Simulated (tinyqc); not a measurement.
Worked calculation: WKB tunnelling through a gate dielectric with a two-band (Franz) dispersion. Values are carried at full precision from step to step, so a last printed digit may differ when a step is redone from the rounded ones.

Constants: hbar^2/2m0 = 3.80998211 eV angstrom^2.

Inputs chosen for the exercise (of the size used for Al2O3 on silicon; shifted at random, so the results belong to these values and not to a real crystal): phi = 2.2 eV (barrier above the electron energy at the emitter); t = 39 angstrom (thickness); V = 3.7 V (voltage across the layer); Eg = 6.82 eV (gap of the dielectric); m = 0.3 m0 (mass at the conduction edge).

## Shape of the barrier

Field V/t (1 V/angstrom = 100 MV/cm), the end of the forbidden region x_e = min(t, phi t/V), and u there.

field = 9.49 MV/cm
x_e = 23.19 angstrom
u(x_e) = 0.000 eV

V >= phi: a triangle, Fowler-Nordheim tunnelling into the conduction band of the dielectric. This field is near or beyond what Al2O3 bears for long; the numbers are an exercise.

## Decay constant through the layer

At depth x the conduction edge lies u(x) = phi - V x/t above the electron. Parabolic: kappa = sqrt(m u/c). Franz: kappa = sqrt(m u (1 - u/Eg)/c), which vanishes at both band edges. c = hbar^2/2m0. T = exp(-2 integral of kappa dx) over the region u > 0; no image force, no prefactor, zero transverse momentum. The region ends at x_e = min(t, phi t/V); x_e < t is the Fowler-Nordheim regime.

Nine points x = j x_e/8.

kappa (1/angstrom):
```
x (angstrom)  u (eV)  parabolic   Franz
0.000         2.2000     0.4162  0.3426
2.899         1.9250     0.3893  0.3298
5.797         1.6500     0.3604  0.3138
8.696         1.3750     0.3290  0.2940
11.595        1.1000     0.2943  0.2695
14.493        0.8250     0.2549  0.2390
17.392        0.5500     0.2081  0.1995
20.291        0.2750     0.1472  0.1442
23.189        0.0000     0.0000  0.0000
```

At the emitter the Franz value is 17.7 % below the parabolic one, the factor sqrt(1 - phi/Eg).

## The integrals by Simpson's rule

Weights 1, 4, 2, 4, 2, 4, 2, 4, 1 times a third of the spacing.

integral of kappa dx: parabolic 6.400, Franz 5.736

## The integrals in closed form

Parabolic: (2/3) sqrt(m/c) (t/V) (phi^(3/2) - u_e^(3/2)). Franz: sqrt(m/c) Eg^(3/2) (t/V) (f(phi/Eg) - f(u_e/Eg)) with f(y) = ((2y - 1) sqrt(y (1 - y)) + arcsin(sqrt y))/4. u_e = max(phi - V, 0). T = exp(-2 I).

integral of kappa dx: parabolic 6.4344, Franz 5.7704

T: parabolic 2.58e-06, Franz 9.73e-06

The two-band dispersion raises T by a factor 3.77.

## Checks

- Franz integral in closed form against adaptive quadrature: both 5.77038.

Computed by tinyqc, a small Python program: `OMP_NUM_THREADS=1 python tinyqc.py 1480199 1480200 out.jsonl` (the numbers bound the seed that draws the inputs); one thread of a shared host (Intel(R) Xeon(R) Processor @ 2.30GHz), about 0.01 s for the whole set of steps.
